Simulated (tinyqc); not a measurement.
# Round nanowire with a gate all round, subbands and threshold shift from confinement: two studies

Undoped body with a flat potential across it, hard walls, transport along x. One isotropic valley (g = 1, mx = my = mz = me). Non-parabolicity enters the subband edges through E (1 + al E) = gamma, so E = 2 gamma/(1 + sqrt(1 + 4 al gamma)); motion within a subband is taken as parabolic with the band-edge mass. Energies are counted from the bulk band edge.

Values chosen for this exercise; masses close to those of In0.53Ga0.47As:
```
symbol,value,unit,meaning
T,400,K,temperature
me,0.0408,m0,mass at the band edge
al,1.2,1/eV,non-parabolicity
t,6.8,nm,diameter
dl,0.2,nm,widening of the box by penetration into the insulator
Cg,2.4,uF/cm^2,gate capacitance per area of interface
```

Constants: q = 1.602176634e-19 C, kB = 1.380649e-23 J/K, hbar = 1.054571817e-34 J s, m0 = 9.1093837015e-31 kg, Vt = kB T/q, hbar^2/(2 m0) = 0.0380998212 eV nm^2. Results are converted to the units shown.

Each table varies one quantity; the others keep the values above.

## Confinement against the diameter

gamma = C (2 z/(t + dl))^2 (1/my + 1/mz)/2, z the zeros of the Bessel functions J_l (2.404826, 3.831706, 5.135622, 5.520078, ...), twofold for l > 0; the mean inverse mass is an approximation for anisotropic valleys, C = hbar^2/(2 m0). Each subband has N_k = g sqrt(2 mx m0 kB T/(pi hbar^2)); without degeneracy n = exp(EF/Vt) sum N_k exp(-E_k/Vt). Classical value Nc times pi t^2/4, Nc = sum over valleys of 2 g (m m0 kB T/(2 pi hbar^2))^1.5 with m = (mx my mz)^(1/3). Threshold shift dVT = Vt ln(classical value/sum N_k exp(-E_k/Vt)). With degeneracy n = sum N_k F((EF - E_k)/Vt), F(x) = (1/sqrt(pi)) int_0^infinity u^(-1/2) du/(1 + exp(u - x)); gate: Vg = EF + q n/(Cg P), P = pi t, summed over the 60 lowest subbands at most, with Vg counted from the value that would put EF at the bulk band edge of an empty body. The last two columns are for Vg = 0.7 V; sensitivity d(dVT)/dt by central differences between 0.99 and 1.01 times the value.

Results:
```
t (nm)  E_1 (meV)  gap to the next edge (meV)  dVT (mV)  sensitivity (mV/nm)  n/P (cm^-2)  share of the lowest subband (%)
3           973.1                       763.5     839.6               -372.3      4.157e8                            100.0
3.8         722.9                       601.1     605.7               -228.7     2.401e11                            100.0
6.1         375.3                       359.2     290.6               -79.62     1.603e12                            98.85
7.7         263.1                       272.0     194.5               -44.80     2.195e12                            66.43
9.8         178.0                       199.5     125.8               -23.41     2.833e12                            43.38
12          126.1                       150.6     87.21               -12.98     3.365e12                            30.56
16          75.48                       97.56     53.28               -5.419     4.098e12                            18.87
20          49.95                       67.81     37.62               -2.820     4.655e12                            13.06
```

Estimate the missing row, t = 4.8 nm.

Computed row:
```
t (nm)  E_1 (meV)  gap to the next edge (meV)  dVT (mV)  sensitivity (mV/nm)  n/P (cm^-2)  share of the lowest subband (%)
4.8         528.7                       469.5     427.5               -138.0     1.225e12                            100.0
```

With this row back in the table: As t grows from 3 to 20 nm, E_1 falls from 973 to 49.9 meV and dVT falls from 840 to 37.6 mV. E_1 goes as t^(-1.26) at the thin end (-2 for a parabolic band without penetration); a thickness error of 0.2 nm moves the threshold by 74 mV in the first row and 0.56 mV in the last. The charge per interface area rises from 4.16e8 to 4.66e12 cm^-2. For t = 9.8, 12, 16, 20 the charge in the last two columns would bend the potential across the body noticeably, which is left out.

## Charge and subband filling against gate voltage

Same model as above.

Each subband has N_k = g sqrt(2 mx m0 kB T/(pi hbar^2)). Cq = q dn/dEF.

Charge and subband filling against gate voltage:
```
Vg (V)  EF - E_1 (eV)  n (cm^-1)  n/P (cm^-2)  share of the lowest subband (%)  Cq/(Cg P)  total C/(Cg P)
0.17          -0.1493    1.413e4      6.613e9                            99.98    0.01269         0.01253
0.29         -0.03802    2.932e5     1.373e11                            99.97     0.2180          0.1790
0.42          0.05666    1.424e6     6.664e11                            99.92     0.4284          0.2999
0.54           0.1446    2.449e6     1.146e12                            99.39     0.3071          0.2349
0.67           0.2431    3.458e6     1.618e12                            93.07     0.4160          0.2938
0.79           0.3156    4.977e6     2.330e12                            73.97     0.9291          0.4816
0.92           0.3799    7.081e6     3.314e12                            57.14      1.008          0.5020
1.04           0.4430    8.902e6     4.167e12                            49.13     0.8010          0.4447
1.17           0.5179    1.066e7     4.992e12                            44.37     0.7119          0.4159
```

EF passes E_1 = 0.319 eV at Vg = 0.339 V. The share of the lowest subband falls from 100 to 44.4 % and the total capacitance moves up and down between 0.0125 and 0.502 of Cg P. In the last row 58 % of an added gate voltage goes into raising EF (from the last two rows). For Vg = 1.04, 1.17 the charge would bend the potential across the body noticeably, which is left out.

Range of the model: Non-parabolicity also makes carriers heavier within each subband, which is left out, so densities of states are understated at high energy.

Numbers from tinyqc (`OMP_NUM_THREADS=1 python tinyqc.py 2350062 2350063 out.jsonl`; about 0.1 s on one thread of a shared Intel Xeon 2.30GHz).
